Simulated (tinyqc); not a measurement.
Four methods from the same start: geometry relaxation of a small cluster. Computed by tinyqc, a small Python program. Command: `OMP_NUM_THREADS=1 python tinyqc.py 3011238 3011239 out.jsonl relax walk`. One thread of a shared host (Intel(R) Xeon(R) Processor @ 2.30GHz), about 0.02 s of CPU time with the checks.

E = sum_(i<j) phi(r_ij), phi(r) = eps [exp(-2 alpha (r - r0)) - 2 exp(-alpha (r - r0))]; the force on i is -sum_j phi'(r_ij) (R_i - R_j)/r_ij.

Inputs (values chosen for the exercise, for model atoms): length r0 = 2.36 angstrom; well depth eps = 0.64 eV; stiffness alpha = 2.08 1/angstrom; step factor eta = 0.052 angstrom^2/eV; largest number of steps = 500.

Potential: Morse. Method: BFGS.

starting positions (angstrom), rows atom 1, atom 2, atom 3, atom 4, atom 5, columns x, y, z:
$$\begin{pmatrix}
0.01 & 0 & 0.09 \\
2.4 & -0.14 & -0.29 \\
1.04 & 1.99 & -0.04 \\
1.16 & 0.74 & 1.88 \\
1.31 & 0.6 & -2.02
\end{pmatrix}$$

Method:
- BFGS: R(new) = R + B F with the inverse Hessian B = eta 1 at first; with s = R(new) - R, y = F - F(new), rho = 1/(y.s): B(new) = (1 - rho s y^T) B (1 - rho y s^T) + rho s s^T, skipped if y.s is not positive.
- No atom moves more than 0.3 angstrom a step (the whole step is scaled). Stop when the largest force component is below 1e-5 eV/angstrom.
- Hessian at the final positions by central differences of the forces; six eigenvalues vanish (translations and rotations). Steepest descent is stable for eta below 2/lambda_max and contracts the softest mode by 1 - eta lambda_min a step.
- Steepest descent: R(new) = R + eta F.
- Conjugate gradient (Polak-Ribiere): d = F + beta d(old), beta = max(0, F.(F - F(old))/|F(old)|^2), d = F at first; step length from one secant, s = eta (F.d)/(F.d - F(R + eta d).d), replaced by eta if that is not positive; R(new) = R + s d.
- FIRE with unit mass: if F.v > 0, v = (1 - a) v + a |v| F/|F|, and after more than 5 such steps in a row dt = min(1.1 dt, 5 dt0), a = 0.99 a; else v = 0, a = 0.1, and dt = dt/2 (not at the first step). Then v = v + dt F, R(new) = R + dt v. dt0 = sqrt(eta), a = 0.1 at first.
- In this comparison each method may take up to 1500 steps.

contraction of the softest mode = 0.825347

non-zero eigenvalues (eV/angstrom^2): [3.3587, 3.3587, 7.4233, 10.7365, 10.7365, 11.4392, 11.4393, 19.3165, 23.6036]

condition number = 7.02758

Cost:
```
method              steps  force calls  final E (eV)  calls to reach 1e-2
steepest descent       55           56       -5.8175                   19
conjugate gradient     15           31       -5.8175                   17
BFGS                   16           17       -5.8175                   10
FIRE                  117          118       -5.8175                   37
```

What does the comparison show, and why?

In force calls the order is BFGS (17), conjugate gradient (31), steepest descent (56), FIRE (118). All that converged end at the same energy. Near the minimum steepest descent multiplies the slowest mode by 0.825 in size a step, 12 steps a decade of force, at a condition number of 7.0. On this problem it beats FIRE in force calls.

Extremes, crossings and ranges named in words are read from the listed rows.
